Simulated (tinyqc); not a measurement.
True capacitance, leakage and series resistance from two frequencies.

Problem. A capacitance C in parallel with G and in series with Rs is measured as Cp and D = Gp/(w Cp) at two frequencies. The series reading Cs = Cp (1 + D^2) equals C + G^2/(w^2 C), and Re Z = D/(w Cp (1 + D^2)) = Rs + G/(G^2 + w^2 C^2). Find C, G and Rs.

f (Hz): 50000  5e5
Cp (pF): 49.2658591  49.2656906
D: 3.52752901  0.354594019

Answer. w^2 Cs = w^2 C + G^2/C is a straight line in w^2 with slope C; the intercept gives G, and the real part then gives Rs.

C = 49.3 pF
G = 54.6 uS
Rs = 12.0 ohm

Numbers from tinyqc (`OMP_NUM_THREADS=1 python tinyqc.py 2022023 2022024 out.jsonl`; about 0.01 s on one thread of a shared Intel Xeon 2.30GHz).
